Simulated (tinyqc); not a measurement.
Kinetic Monte Carlo and master equation for a particle on a ring of sites with traps and bias. Which input was changed? Computed by tinyqc, a small Python program. Command: `OMP_NUM_THREADS=1 python tinyqc.py 3025599 3025600 out.jsonl kmc which`. One thread of a shared host (Intel(R) Xeon(R) Processor @ 2.30GHz), about 0.06 s of CPU time with the checks.

8 sites on a ring, numbered 1 to 8. The saddle between i and i+1 lies at E0 + s b_i and site i at s eps_i; a force F tilts the landscape, with the saddle half-way.

Inputs (values chosen for the exercise, for a model defect):
```
quantity                         value         unit
reference barrier E0              0.78           eV
scale factor s of the disorder       1            -
attempt frequency nu                19          THz
temperature T                      520            K
site spacing a                     3.1     angstrom
force F along the ring          0.0045  eV/angstrom
```

Disorder: random barriers.

site energies eps_i (eV): 0  0  0  0  0  0  0  0

saddle shifts b_i between sites i and i+1 (eV): 0.012  0.06  0.043  0.011  -0.03  0.056  -0.022  -0.0083

Constants: k_B = 8.617333262e-05 eV/K.

Method:
- Rates: k(i to i+1) = nu exp(-(E0 + s b_i - s eps_i - F a/2)/(k_B T)), k(i to i-1) = nu exp(-(E0 + s b_(i-1) - s eps_i + F a/2)/(k_B T)).
- Share right = k right/(k right + k left); mean stay = 1/(k right + k left).
- Master equation dP/dt = W P, W_(i+1,i) = k right, W_(i-1,i) = k left, columns summing to zero. The steady state is its null vector; drift v = a sum P_i (k right - k left). D = a^2 lambda''(0)/2, where lambda(q) is the leading eigenvalue of W with right hops weighted by exp(q) and left hops by exp(-q).
- The slowest relaxation rate is minus the real part of the next eigenvalue of W. 1 angstrom = 1e-8 cm.
- At zero force D0 = a^2 nu exp(-E0/(k_B T)) / [<exp(-s eps/(k_B T))> <exp(s b/(k_B T))>], with means over the ring; Einstein relation v = D0 F/(k_B T); 1 angstrom = 1e-8 cm.

Problem. One of these inputs alone was changed, within the range given: scale factor s of the disorder (0.5 to 2); attempt frequency nu (9.5 to 38); temperature T (260 to 1040); force F along the ring (0.00225 to 0.009). Which one, and to what value?

Results:
```
run     drift velocity v (cm/s)  zero-force diffusivity D0 (cm^2/s)  diffusivity D (cm^2/s)
before              0.002808391                        2.785281e-10            2.890731e-10
after               0.002039779                        2.022993e-10            2.099584e-10
```

Solution.

Each candidate set to reproduce drift velocity v, and what it then gives:
```
candidate                               range searched  value needed  zero-force diffusivity D0 (cm^2/s)  diffusivity D (cm^2/s)
scale factor s of the disorder                0.5 to 2         1.362                          2.0230e-10              2.1299e-10
attempt frequency nu (THz)                   9.5 to 38         13.80                          2.0230e-10              2.0996e-10
temperature T (K)                          260 to 1040         510.5                          1.9858e-10              2.0653e-10
force F along the ring (eV/angstrom)  0.00225 to 0.009      0.003275                          2.7853e-10              2.8423e-10
```

Only attempt frequency nu fits every result: it went from 19 to 13.8 THz. The next best candidate, scale factor s of the disorder, misses one result by 1.4 %.
